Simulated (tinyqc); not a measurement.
Wannier-Stark ladder of a miniband: sweeps and comparisons. A value that a table varies takes the place of the one given here.

One state in each well j = -(Nw - 1)/2 ... (Nw - 1)/2: H_jj = j e F d, H_(j,j+1) = -W/4; 1 kV/cm = 0.01 meV/angstrom. In an infinite chain the levels are j e F d and the state of well 0 has amplitude J_j(x) in size on well j, x = W/(2 e F d).

Constants: hbar = 6.58211957e-16 eV s.

Parameters, chosen for this exercise (near those of a GaAs/AlGaAs superlattice; not measured data):

| symbol | value | unit | meaning |
|---|---|---|---|
| W | 17 | meV | miniband width |
| d | 80 | angstrom | period |
| Nw | 7 |  | wells |
| Fs | (2.2, 3, 4, 5.7, 8.8, 15, 32) | kV/cm | fields |
| G | 5 | meV | hbar/tau |
| F | 20 | kV/cm | field |

## Raising the field

Infinite-chain weights beside the middle spacing of the finite stack.

Results:

| F (kV/cm) | e F d (meV) | x | J_0^2 | J_1^2 | J_2^2 | middle spacing/(e F d) |
|---|---|---|---|---|---|---|
| 2.2 | 1.76 | 4.830 | 0.054 | 0.092 | 0.011 | 1.7624 |
| 3.0 | 2.40 | 3.542 | 0.149 | 0.014 | 0.205 | 1.3385 |
| 4.0 | 3.20 | 2.656 | 0.015 | 0.207 | 0.216 | 1.1273 |
| 5.7 | 4.56 | 1.864 | 0.092 | 0.338 | 0.103 | 1.0279 |
| 8.8 | 7.04 | 1.207 | 0.445 | 0.250 | 0.026 | 1.0030 |
| 15 | 12.00 | 0.708 | 0.772 | 0.110 | 0.004 | 1.0001 |
| 32 | 25.60 | 0.332 | 0.946 | 0.027 | 0.000 | 1.0000 |

What can be read from the table?

J_0 vanishes at x = 2.405, F = 4.4 kV/cm, where the line at j = 0 disappears; J_0^2 overtakes J_1^2 for good at x = 1.435, F = 7.4 kV/cm, and reaches 0.95 in the last row. The 7 wells reproduce the middle spacing of the even ladder to 1 % from 8.8 kV/cm on, where the swing W/(e F d) = 2x is 2.4 periods. The lines are seen apart only where e F d exceeds their width, usually a few meV.

## Drift velocity with scattering

Esaki-Tsu: v = v0 y/(1 + y^2), y = e F d/G, v0 = W d/(2 hbar), at zero temperature; 1 angstrom/s = 1e-8 cm/s, 1 kV/cm = 0.01 meV/angstrom. The last column is dv/dF in cm^2/(V s).

Results:

| y | F (kV/cm) | v (1e6 cm/s) | dv/dF |
|---|---|---|---|
| 0.1 | 0.62 | 1.02 | 1604 |
| 0.3 | 1.88 | 2.84 | 1266 |
| 0.6 | 3.75 | 4.56 | 572 |
| 1.0 | 6.25 | 5.17 | 0 |
| 1.5 | 9.38 | 4.77 | -196 |
| 2.5 | 15.62 | 3.56 | -165 |
| 4.0 | 25.00 | 2.43 | -86 |

v0 = 10.33 x 1e6 cm/s
field at y = 1 = 6.25 kV/cm

How do the results move?

The velocity peaks at v0/2 = 5.17 x 1e6 cm/s at 6.25 kV/cm and then falls: negative differential velocity, steepest at y = sqrt3 with -v0/(8 Fc) = -207 cm^2/(V s). The low-field mobility is v0/Fc = 1653 cm^2/(V s). At the peak the swing is W/G = 3.4 periods, too few for the semiclassical picture to be safe.

## What each parameter does

e F d, x, J_0(x)^2 and the lowest level of the finite stack. Each row changes one parameter from the base and keeps the others.

Results:

| case | e F d (meV) | x | J_0^2 | lowest level (meV) |
|---|---|---|---|---|
| base | 16.00 | 0.531 | 0.866 | -49.09 |
| W = 14 meV | 16.00 | 0.438 | 0.908 | -48.75 |
| d = 72 angstrom | 14.40 | 0.590 | 0.837 | -44.40 |
| F = 14 kV/cm | 11.20 | 0.759 | 0.742 | -35.11 |
| Nw = 9 | 16.00 | 0.531 | 0.866 | -65.09 |

What does this show?

The largest shifts from the base row, up to three for each result and ties (the steps differ in size, so this ranks the rows, not the parameters). e F d (meV): F -4.80, d -1.60; unchanged at the printed digits by W and Nw. x: F +0.228, W -0.094, d +0.059; unchanged at the printed digits by Nw. J_0^2: F -0.125, W +0.042, d -0.029; unchanged at the printed digits by Nw. lowest level (meV): Nw -16.00, F +13.98, d +4.69.

Computed by tinyqc, a small Python program: `OMP_NUM_THREADS=1 python tinyqc.py 1251390 1251391 out.jsonl` (the numbers bound the seed that draws the inputs); one thread of a shared host (Intel(R) Xeon(R) Processor @ 2.30GHz), about 0.05 s for the whole set of steps.
